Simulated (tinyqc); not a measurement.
Scale length and barrier from the threshold roll-off.

Question. For L well above Lambda the threshold falls by 2 m sqrt(A (A + Vds)) exp(-pi L/(2 Lambda)), A being the height of the source potential over the barrier top; the two values follow this form. Find Lambda and A.

Inputs (values chosen for the exercise): long-channel body factor m = 1; drain voltage Vds = 0.5 V.

threshold lowering at L = 28 and 44 nm (mV): [47.808998, 7.8266827]

Answer. The ratio of the two values gives Lambda; the prefactor gives A (A + Vds), a quadratic with one positive root.

Lambda = 13.9 nm
A = 0.370 V

Program tinyqc, `OMP_NUM_THREADS=1 python tinyqc.py 2420041 2420042 out.jsonl`; Intel Xeon 2.30GHz, shared host, one thread, about 0.01 s.
